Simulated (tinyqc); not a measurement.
RHF in the sto-6g basis, for Li+, spin multiplicity 1, step by step. Computed by tinyqc, a small Python program that keeps every step (integrals from PySCF). Settings: charge = 1, multiplicity = 1, basis = sto-6g, energy threshold = 1e-10, iteration cap = 56, orthogonalisation = canonical, start = atomic densities, DIIS depth = 0, method = RHF. Command: `OMP_NUM_THREADS=1 python tinyqc.py 20478 20479 out.jsonl` (the two numbers bound the seeds that draw the settings). One thread of a shared host (Intel(R) Xeon(R) Processor @ 2.60GHz), about 0.05 s of CPU time with the checks. Later iterations appear only in the table of the cycle.

## One-electron integrals

Geometry (angstrom):
```
atom         x         y         z
Li    0.000000  0.000000  0.000000
```

Basis sto-6g: exponents (1/bohr^2) and contraction coefficients of normalised primitives:
```
element  l (shell)    exponent  coefficient
Li           s (1)  167.175846     0.009164
Li           s (1)   30.651508     0.049361
Li           s (1)    8.575187     0.168538
Li           s (1)    2.945808     0.370563
Li           s (1)    1.143944     0.416492
Li           s (1)    0.471139     0.130334
Li           s (2)    6.597564    -0.013253
Li           s (2)    1.305830    -0.046992
Li           s (2)    0.405851    -0.033785
Li           s (2)    0.156146     0.250242
Li           s (2)    0.067814     0.595117
Li           s (2)    0.031084     0.240706
Li           p (3)    6.597564     0.003760
Li           p (3)    1.305830     0.037679
Li           p (3)    0.405851     0.173897
Li           p (3)    0.156146     0.418036
Li           p (3)    0.067814     0.425860
Li           p (3)    0.031084     0.101708
```

Overlap, kinetic and nuclear-attraction integrals over the contracted functions; the nuclear repulsion is the sum of Za Zb / Rab.

nuclear repulsion = 0 hartree

overlap S, lower triangle:
```
           1Li 1s    1Li 2s   1Li 2px   1Li 2py   1Li 2pz
1Li 1s   1.000000
1Li 2s   0.235742  1.000000
1Li 2px  0.000000  0.000000  1.000000
1Li 2py  0.000000  0.000000  0.000000  1.000000
1Li 2pz  0.000000  0.000000  0.000000  0.000000  1.000000
```

kinetic energy T (hartree), lower triangle:
```
            1Li 1s    1Li 2s   1Li 2px   1Li 2py   1Li 2pz
1Li 1s    3.616742
1Li 2s   -0.110723  0.106524
1Li 2px   0.000000  0.000000  0.320007
1Li 2py   0.000000  0.000000  0.000000  0.320007
1Li 2pz   0.000000  0.000000  0.000000  0.000000  0.320007
```

nuclear attraction V (hartree), lower triangle:
```
            1Li 1s     1Li 2s    1Li 2px    1Li 2py    1Li 2pz
1Li 1s   -8.067144
1Li 2s   -0.828362  -1.200045
1Li 2px   0.000000   0.000000  -1.199992
1Li 2py   0.000000   0.000000   0.000000  -1.199992
1Li 2pz   0.000000   0.000000   0.000000   0.000000  -1.199992
```

core Hamiltonian H = T + V (hartree), lower triangle:
```
            1Li 1s     1Li 2s    1Li 2px    1Li 2py    1Li 2pz
1Li 1s   -4.450402
1Li 2s   -0.939085  -1.093522
1Li 2px   0.000000   0.000000  -0.879985
1Li 2py   0.000000   0.000000   0.000000  -0.879985
1Li 2pz   0.000000   0.000000   0.000000   0.000000  -0.879985
```

## Two-electron integrals

Functions are numbered as in S; the eight-fold symmetry (ij|kl) = (ji|kl) = (kl|ij) leaves the list below.

Two-electron integrals (ij|kl) in chemists' order, unique and non-zero (hartree):
```
(11|11) 1.681247   (21|11) 0.242603   (21|21) 0.044507   (22|11) 0.397190
(22|21) 0.090279   (22|22) 0.290625   (31|31) 0.009437   (32|31) 0.014261
(32|32) 0.064236   (33|11) 0.397190   (33|21) 0.090279   (33|22) 0.290625
(33|33) 0.313125   (41|41) 0.009437   (42|41) 0.014261   (42|42) 0.064236
(43|43) 0.016875   (44|11) 0.397190   (44|21) 0.090279   (44|22) 0.290625
(44|33) 0.279374   (44|44) 0.313125   (51|51) 0.009437   (52|51) 0.014261
(52|52) 0.064236   (53|53) 0.016875   (54|54) 0.016875   (55|11) 0.397190
(55|21) 0.090279   (55|22) 0.290625   (55|33) 0.279374   (55|44) 0.279374
(55|55) 0.313125
```

## Orthogonalisation

S = U s U^T; canonical form X = U s^(-1/2), so that X^T S X = 1. Each column of U has its largest component positive (the first on a tie).

eigenvalues of S: 0.764258  1.000000  1.000000  1.000000  1.235742

X:
```
                 1         2         3         4         5
1Li 1s    0.808845  0.000000  0.000000  0.000000  0.636094
1Li 2s   -0.808845  0.000000  0.000000  0.000000  0.636094
1Li 2px   0.000000  1.000000  0.000000  0.000000  0.000000
1Li 2py   0.000000  0.000000  1.000000  0.000000  0.000000
1Li 2pz   0.000000  0.000000  0.000000  1.000000  0.000000
```

Within a degenerate level the vectors are fixed only up to a rotation; this is one choice.

## Starting guess

The start is atomic minimal-basis densities projected into this basis (PySCF's MINAO start) and scaled to the electron count of each spin; this density is not idempotent, so its energy is not variational and may lie below the converged one.

D at the start, lower triangle:
```
            1Li 1s    1Li 2s   1Li 2px   1Li 2py   1Li 2pz
1Li 1s    1.388098
1Li 2s   -0.151846  0.683495
1Li 2px   0.000000  0.000000  0.000000
1Li 2py   0.000000  0.000000  0.000000  0.000000
1Li 2pz   0.000000  0.000000  0.000000  0.000000  0.000000
```

## Iteration 1: building the Fock matrix

J_ij = sum D_kl (ij|kl), K_ij = sum D_kl (ik|jl); F = H + J - 0.5 K; E = tr D H + tr D J / 2 - 0.25 tr D K + E_nn.

Coulomb J (hartree), lower triangle:
```
           1Li 1s    1Li 2s   1Li 2px   1Li 2py   1Li 2pz
1Li 1s   2.531536
1Li 2s   0.384945  0.722562
1Li 2px  0.000000  0.000000  0.722563
1Li 2py  0.000000  0.000000  0.000000  0.722563
1Li 2pz  0.000000  0.000000  0.000000  0.000000  0.722563
```

exchange K (hartree), lower triangle:
```
           1Li 1s    1Li 2s   1Li 2px   1Li 2py   1Li 2pz
1Li 1s   2.290479
1Li 2s   0.331392  0.233004
1Li 2px  0.000000  0.000000  0.052673
1Li 2py  0.000000  0.000000  0.000000  0.052673
1Li 2pz  0.000000  0.000000  0.000000  0.000000  0.052673
```

Fock matrix F (hartree), lower triangle:
```
            1Li 1s     1Li 2s    1Li 2px    1Li 2py    1Li 2pz
1Li 1s   -3.064106
1Li 2s   -0.719836  -0.487462
1Li 2px   0.000000   0.000000  -0.183759
1Li 2py   0.000000   0.000000   0.000000  -0.183759
1Li 2pz   0.000000   0.000000   0.000000   0.000000  -0.183759
```

total energy of this density = -5.50383311 hartree

This density is the starting one; it is not idempotent, so its energy is not variational and may lie below the converged one.

## Iteration 1: diagonalisation and new density

Diagonalise F' = X^T F X, C = X C', fill 1 alpha and 1 beta electrons from the bottom; D = 2 C_occ C_occ^T. Each column has its largest component positive (the first on a tie).

F' = X^T F X (hartree), lower triangle:
```
           1          2          3          4          5
1  -1.381665
2   0.000000  -0.183759
3   0.000000   0.000000  -0.183759
4   0.000000   0.000000   0.000000  -0.183759
5  -1.325685   0.000000   0.000000   0.000000  -2.019531
```

orbital energies (hartree): MO1 -3.064108, MO2 -0.337088, MO3 -0.183759, MO4 -0.183759, MO5 -0.183759

coefficients C:
```
               MO1        MO2       MO3       MO4       MO5
1Li 1s    1.000229  -0.241634  0.000000  0.000000  0.000000
1Li 2s   -0.000972   1.029001  0.000000  0.000000  0.000000
1Li 2px   0.000000   0.000000  0.000000  0.000000  1.000000
1Li 2py   0.000000   0.000000  0.000000  1.000000  0.000000
1Li 2pz   0.000000   0.000000  1.000000  0.000000  0.000000
```

D after iteration 1, lower triangle:
```
            1Li 1s    1Li 2s   1Li 2px   1Li 2py   1Li 2pz
1Li 1s    2.000915
1Li 2s   -0.001945  0.000002
1Li 2px   0.000000  0.000000  0.000000
1Li 2py   0.000000  0.000000  0.000000  0.000000
1Li 2pz   0.000000  0.000000  0.000000  0.000000  0.000000
```

Within a degenerate level the vectors are fixed only up to a rotation; this is one choice.

## Iteration 2: building the Fock matrix

As before.

Coulomb J (hartree), lower triangle:
```
           1Li 1s    1Li 2s   1Li 2px   1Li 2py   1Li 2pz
1Li 1s   3.363089
1Li 2s   0.485254  0.794392
1Li 2px  0.000000  0.000000  0.794394
1Li 2py  0.000000  0.000000  0.000000  0.794394
1Li 2pz  0.000000  0.000000  0.000000  0.000000  0.794394
```

exchange K (hartree), lower triangle:
```
           1Li 1s    1Li 2s   1Li 2px   1Li 2py   1Li 2pz
1Li 1s   3.363088
1Li 2s   0.484569  0.088705
1Li 2px  0.000000  0.000000  0.018827
1Li 2py  0.000000  0.000000  0.000000  0.018827
1Li 2pz  0.000000  0.000000  0.000000  0.000000  0.018827
```

Fock matrix F (hartree), lower triangle:
```
            1Li 1s     1Li 2s    1Li 2px    1Li 2py    1Li 2pz
1Li 1s   -2.768857
1Li 2s   -0.696115  -0.343482
1Li 2px   0.000000   0.000000  -0.095005
1Li 2py   0.000000   0.000000   0.000000  -0.095005
1Li 2pz   0.000000   0.000000   0.000000   0.000000  -0.095005
```

total energy of this density = -7.21938312 hartree

## Iteration 2: diagonalisation and new density

As before.

F' = X^T F X (hartree), lower triangle:
```
           1          2          3          4          5
1  -1.125347
2   0.000000  -0.095005
3   0.000000   0.000000  -0.095005
4   0.000000   0.000000   0.000000  -0.095005
5  -1.247858   0.000000   0.000000   0.000000  -1.822617
```

orbital energies (hartree): MO1 -2.769626, MO2 -0.178337, MO3 -0.095005, MO4 -0.095005, MO5 -0.095005

coefficients C:
```
              MO1        MO2       MO3       MO4       MO5
1Li 1s   0.995672  -0.259771  0.000000  0.000000  0.000000
1Li 2s   0.017728   1.028849  0.000000  0.000000  0.000000
1Li 2px  0.000000   0.000000  1.000000  0.000000  0.000000
1Li 2py  0.000000   0.000000  0.000000  0.000000  1.000000
1Li 2pz  0.000000   0.000000  0.000000  1.000000  0.000000
```

D after iteration 2, lower triangle:
```
           1Li 1s    1Li 2s   1Li 2px   1Li 2py   1Li 2pz
1Li 1s   1.982727
1Li 2s   0.035302  0.000629
1Li 2px  0.000000  0.000000  0.000000
1Li 2py  0.000000  0.000000  0.000000  0.000000
1Li 2pz  0.000000  0.000000  0.000000  0.000000  0.000000
```

Within a degenerate level the vectors are fixed only up to a rotation; this is one choice.

## Iteration 3: building the Fock matrix

As before.

Coulomb J (hartree), lower triangle:
```
           1Li 1s    1Li 2s   1Li 2px   1Li 2py   1Li 2pz
1Li 1s   3.350832
1Li 2s   0.484214  0.794076
1Li 2px  0.000000  0.000000  0.794077
1Li 2py  0.000000  0.000000  0.000000  0.794077
1Li 2pz  0.000000  0.000000  0.000000  0.000000  0.794077
```

exchange K (hartree), lower triangle:
```
           1Li 1s    1Li 2s   1Li 2px   1Li 2py   1Li 2pz
1Li 1s   3.350610
1Li 2s   0.496664  0.094803
1Li 2px  0.000000  0.000000  0.019758
1Li 2py  0.000000  0.000000  0.000000  0.019758
1Li 2pz  0.000000  0.000000  0.000000  0.000000  0.019758
```

Fock matrix F (hartree), lower triangle:
```
            1Li 1s     1Li 2s    1Li 2px    1Li 2py    1Li 2pz
1Li 1s   -2.774875
1Li 2s   -0.703203  -0.346848
1Li 2px   0.000000   0.000000  -0.095787
1Li 2py   0.000000   0.000000   0.000000  -0.095787
1Li 2pz   0.000000   0.000000   0.000000   0.000000  -0.095787
```

total energy of this density = -7.22130497 hartree

## Iteration 3: diagonalisation and new density

As before.

F' = X^T F X (hartree), lower triangle:
```
           1          2          3          4          5
1  -1.122211
2   0.000000  -0.095787
3   0.000000   0.000000  -0.095787
4   0.000000   0.000000   0.000000  -0.095787
5  -1.249222   0.000000   0.000000   0.000000  -1.832149
```

orbital energies (hartree): MO1 -2.775856, MO2 -0.178504, MO3 -0.095787, MO4 -0.095787, MO5 -0.095787

coefficients C:
```
              MO1        MO2       MO3       MO4       MO5
1Li 1s   0.995097  -0.261968  0.000000  0.000000  0.000000
1Li 2s   0.019999   1.028807  0.000000  0.000000  0.000000
1Li 2px  0.000000   0.000000  1.000000  0.000000  0.000000
1Li 2py  0.000000   0.000000  0.000000  0.000000  1.000000
1Li 2pz  0.000000   0.000000  0.000000  1.000000  0.000000
```

D after iteration 3, lower triangle:
```
           1Li 1s    1Li 2s   1Li 2px   1Li 2py   1Li 2pz
1Li 1s   1.980434
1Li 2s   0.039801  0.000800
1Li 2px  0.000000  0.000000  0.000000
1Li 2py  0.000000  0.000000  0.000000  0.000000
1Li 2pz  0.000000  0.000000  0.000000  0.000000  0.000000
```

Within a degenerate level the vectors are fixed only up to a rotation; this is one choice.

## Iteration 7 (converged): orbitals

converged F (hartree), lower triangle:
```
            1Li 1s     1Li 2s    1Li 2px    1Li 2py    1Li 2pz
1Li 1s   -2.775752
1Li 2s   -0.704184  -0.347335
1Li 2px   0.000000   0.000000  -0.095909
1Li 2py   0.000000   0.000000   0.000000  -0.095909
1Li 2pz   0.000000   0.000000   0.000000   0.000000  -0.095909
```

As before.

F' = X^T F X (hartree), lower triangle:
```
           1          2          3          4          5
1  -1.121820
2   0.000000  -0.095909
3   0.000000   0.000000  -0.095909
4   0.000000   0.000000   0.000000  -0.095909
5  -1.249423   0.000000   0.000000   0.000000  -1.833495
```

orbital energies (hartree): MO1 -2.776764, MO2 -0.178551, MO3 -0.095909, MO4 -0.095909, MO5 -0.095909

coefficients C:
```
              MO1        MO2       MO3       MO4       MO5
1Li 1s   0.995018  -0.262267  0.000000  0.000000  0.000000
1Li 2s   0.020308   1.028801  0.000000  0.000000  0.000000
1Li 2px  0.000000   0.000000  0.000000  0.000000  1.000000
1Li 2py  0.000000   0.000000  1.000000  0.000000  0.000000
1Li 2pz  0.000000   0.000000  0.000000  1.000000  0.000000
```

D after iteration 7, lower triangle:
```
           1Li 1s    1Li 2s   1Li 2px   1Li 2py   1Li 2pz
1Li 1s   1.980121
1Li 2s   0.040413  0.000825
1Li 2px  0.000000  0.000000  0.000000
1Li 2py  0.000000  0.000000  0.000000  0.000000
1Li 2pz  0.000000  0.000000  0.000000  0.000000  0.000000
```

Within a degenerate level the vectors are fixed only up to a rotation; this is one choice.

## Convergence

Stop when the energy changes by less than 1e-10 hartree and every element of the error matrix X^T (F D S - S D F) X is below 3e-06.

Course of the cycle:
```
iteration  E (hartree)     change  largest element of the error matrix
1          -5.50383311          -                             2.64e-02
2          -7.21938312  -1.72e+00                             9.42e-02
3          -7.22130497  -1.92e-03                             1.15e-02
4          -7.22133331  -2.83e-05                             1.37e-03
5          -7.22133372  -4.07e-07                             1.64e-04
6          -7.22133373  -5.83e-09                             1.97e-05
7          -7.22133373  -8.33e-11                             2.35e-06
```

PySCF RHF in the same basis = -7.22133373 hartree

Converged in 7 iterations.

## Populations

Mulliken: Z minus the diagonal of D S on the atom; Loewdin: the same with S^(1/2) D S^(1/2).

Charges (e):
```
atom  Mulliken   Loewdin
1Li   1.000000  1.000000
```
